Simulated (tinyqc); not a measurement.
A ladder of methods, and size consistency: correlation methods against full CI in the sto-3g basis, for H2, spin multiplicity 1. Computed by the program tinyqc with PySCF. 

Geometry (angstrom):
```
atom       x       y       z
H     0.0000  0.0000  0.0000
H     0.0000  0.0000  1.0370
```

RHF energy of one = -1.055488 hartree

All electrons correlated; +Q is the Davidson correction (1 - c0^2) E_corr. The last columns treat two copies 100 angstrom apart as one system. FCI is the lowest singlet.

Correlation energies (hartree):
```
method   E_corr of one  share of FCI (%)  E_corr of two at 100 angstrom  two minus twice one (mhartree)
MP2          -0.021866           57.9895                      -0.043733                          0.0000
CISD         -0.037708          100.0000                      -0.072969                          2.4463
CISD+Q       -0.039013          103.4610                      -0.077559                          0.4664
CCSD         -0.037708          100.0000                      -0.075415                          0.0000
CCSD(T)      -0.037708          100.0000                      -0.075415                          0.0000
FCI          -0.037708          100.0000                              -                               -
```

MP2 recovers 58 %, CISD 100.0 % and CCSD 100.0 % of the FCI value (c0^2 = 0.965 in CISD). MP2 and coupled cluster are size consistent, so their last column vanishes; CISD loses 2.45 mhartree, since a double excitation on each copy is a quadruple of the pair, and the Davidson correction leaves +0.47. With two electrons, or one virtual orbital, CISD and CCSD are exact for one copy, so +Q overshoots there.
